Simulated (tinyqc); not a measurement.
AlGaN/GaN HEMT with access regions, lumped model: two steps of the calculation.

A polarisation-induced electron sheet under a Schottky gate, in series with two ungated access regions and contacts. Drift law v = mu E/(1 + mu E/vs) under the gate. Currents in mA/mm, resistances in ohm mm. No self-heating, no channel-length modulation; fits for polarisation, barrier and offset are chosen for the exercise.

Parameters, values chosen for the exercise; values close to those of AlGaN/GaN structures: aluminium share of the barrier x = 0.19; barrier thickness d = 20 nm; relative permittivity of barrier and channel eps_r = 9; channel mobility mu = 1100 cm^2/(V s); saturation velocity vs = 1.2e7 cm/s; gate length Lg = 1.5 um; source access length Ls = 2 um; drain access length Ld = 16 um; resistance of each contact Rc = 0.22 ohm mm; share of the drain-access electrons removed by traps ft = 0.47; gate voltage Vg = 0 V; critical field Ec = 2.6 MV/cm; depth over which the depleted charge spreads te = 0.24 um; insulator under the field plate tf = 500 nm; relative permittivity of that insulator ei = 7.5.

Constants: q = 1.602176634e-19 C, eps0 = 8.8541878128e-14 F/cm where lengths are in cm. Results are converted to the units shown.

Problem 1. Polarisation charge, threshold and sheet resistance. sigma = (5e13 x + 1.6e13 x^2) cm^-2, phiB = 0.84 + 1.3 x, dEc = 0.7 (1.71 x + x^2) in volts, Cb = eps0 eps_r/d, VT = phiB - dEc - q sigma/Cb, access density n0 = -Cb VT/q. Rsh = 1/(q mu n0); largest access current q n0 vs.

Find: sigma; Cb; VT; n0; Rsh; q n0 vs.

Solution 1.

sigma = 1.0078e13 cm^-2
Cb = 0.39844 uF/cm^2
VT = -3.2180 V
n0 = 8.0028e12 cm^-2
Rsh = 709.01 ohm
q n0 vs = 1538.6 mA/mm

Problem 2. On-resistance and breakdown. Ron = 2 Rc + Ls/(q mu n0) + Ld/(q mu (1 - ft) n0) + Lg/(mu Cb (Vg - VT)). Off state: a depleted stretch that holds the voltage V has the peak field sqrt(k V), k = 2 q n0/(eps0 eps_r te), so one edge holds V1 = Ec^2/k. The sheet under the plate pinches off at Vf = q n0 (1/Cb + tf/(eps0 ei)); beyond it the gate edge is screened. BV = V1 if Vf >= V1, else Vf + V1, and at most Ec Ld. Specific resistance Ron (Ls + Lg + Ld); figure of merit BV^2 over it.

Find: Ron; Vf; V1; BV; specific resistance; figure of merit.

Solution 2.

Ron = 24.326 ohm mm
Vf = 99.759 V
V1 = 50.416 V
BV = 50.416 V
specific resistance = 4.7435 mohm cm^2
figure of merit = 0.53584 MW/cm^2

The plate pinches off too late to screen the gate edge, so it adds nothing.

tinyqc, about 0.01 s, one thread, Intel Xeon 2.30GHz (shared host): `OMP_NUM_THREADS=1 python tinyqc.py 2570034 2570035 out.jsonl`
